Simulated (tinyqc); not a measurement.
Worked calculation: electron-beam lithography: double-Gaussian proximity function, edge placement and dose correction for parallel lines. Computed by tinyqc, a small Python program that keeps every step. Command: `OMP_NUM_THREADS=1 python tinyqc.py 3113418 3113419 out.jsonl proximity walk`. One thread of a shared host (Intel(R) Xeon(R) Processor @ 2.30GHz), about 0.01 s of CPU time with the checks. Intermediate numbers are printed to about 5 digits and carried at full precision; extremes and crossings named in words are read from the listed rows.

Lines are infinitely long. Absorbed energy is counted so that the middle of a very large area written at dose 1 receives 1; the resist develops where it exceeds 1/2.

Inputs (values chosen for the exercise, of the order of those for 50 keV electrons in resist on silicon):

| quantity | value | unit |
|---|---|---|
| forward range alpha | 0.024 | micrometre |
| backscatter range beta | 8.6 | micrometre |
| backscatter ratio eta | 0.69 | - |
| base dose D0 | 30 | microcoulomb/cm^2 |
| beam current | 97 | nA |
| pixel size | 5 | nm |
| width of the test line | 0.15 | micrometre |
| pattern density around the test line | 0.39 | - |

line widths (micrometre): 0.1  0.09  0.11  0.034  0.033

gaps between the lines (micrometre): 0.087  0.051  2  8

Constants: e = 1.602176634e-19 C.

## Layout

The first line starts at x = 0; each next one starts after the width and the gap.

Lines (micrometre):

| line | left edge | right edge | centre |
|---|---|---|---|
| 1 | 0.000 | 0.100 | 0.0500 |
| 2 | 0.187 | 0.277 | 0.2320 |
| 3 | 0.328 | 0.438 | 0.3830 |
| 4 | 2.438 | 2.472 | 2.4550 |
| 5 | 10.472 | 10.505 | 10.4885 |

## Interaction matrix

f(r) = [exp(-r^2/alpha^2)/alpha^2 + eta exp(-r^2/beta^2)/beta^2]/(pi (1 + eta)). A line from a to b at dose d gives E(x) = d [S(alpha) + eta S(beta)]/(1 + eta), S(s) = [erf((b - x)/s) - erf((a - x)/s)]/2. M_ij is the mean of E at the two edges of line i from line j at dose 1.

M:
```
         1        2        3        4        5
1  0.29854  0.00241  0.00294  0.00084  0.00020
2  0.00268  0.29827  0.00334  0.00085  0.00021
3  0.00267  0.00280  0.29880  0.00086  0.00022
4  0.00248  0.00225  0.00278  0.28342  0.00037
5  0.00061  0.00058  0.00074  0.00038  0.28141
```

## Dose correction

Uncorrected edge energies are M 1. Solve M d = 1/2 for the doses d that put the mean edge energy of every line at the threshold.

edge energies at dose 1: 1 0.30493, 2 0.30535, 3 0.30536, 4 0.29130, 5 0.28372

corrected doses: 1 1.6394, 2 1.6371, 3 1.6371, 4 1.7185, 5 1.7632

largest over smallest dose = 1.0770

Line 5 needs the most and line 3 the least; a narrow isolated line much wider than alpha would need 1 + eta = 1.69.

## Printed widths

Edges are the roots of E(x) = 1/2 between a line centre and the middle of the next gap. Three cases: dose 1 everywhere; one common dose equal to the mean of d; the corrected doses.

Width error, printed less drawn (nm):

| line | drawn width (nm) | dose 1 | mean dose | corrected |
|---|---|---|---|---|
| 1 | 100 | -32.340 | 1.0278 | 0 |
| 2 | 90 | -32.333 | 1.0943 | 3.17e-04 |
| 3 | 110 | -32.329 | 1.0963 | 3.09e-04 |
| 4 | 34 | missing | -1.0831 | 0 |
| 5 | 33 | missing | -2.4144 | 0 |

At dose 1, 2 of the 5 lines stay below the threshold. With the common mean dose the errors span 3.5 nm. With corrected doses the largest error is below 0.01 nm.

## Dose to size and latitude

A test line of width w << beta in surroundings of density rho, all at dose d: near its edge E(x) = d [S + eta rho]/(1 + eta), S = [erf((b - x)/alpha) - erf((a - x)/alpha)]/2 for edges a and b, the second term being the background energy. Dose to size d_s = (1 + eta)/(erf(w/alpha) + 2 eta rho), dose = d_s D0; edge slope d [1 - exp(-w^2/alpha^2)]/(sqrt(pi) alpha (1 + eta)); width change per 1 % of dose = 2 x 0.01 x (1/2)/slope.

dose to size d_s = 1.0987

dose = 32.961 microcoulomb/cm^2

edge slope = 0.015283 1/nm

width change per 1 % of dose = 0.65433 nm

background energy = 0.17494

The background supplies 35 % of the threshold.

## Shot noise and writing time

With dose = d_s D0: electrons per pixel N = dose x pixel area/e; relative noise 1/sqrt(N); time per cm^2 of pattern area = dose x density/current; pixel rate = current/(dose x pixel area).

electrons per pixel = 51.431

shot noise = 13.944 %

writing time per cm^2 = 0.036812 h

pixel rate = 11772 MHz

Checks made by the program: corrected edge energies (relative difference below 1e-10).
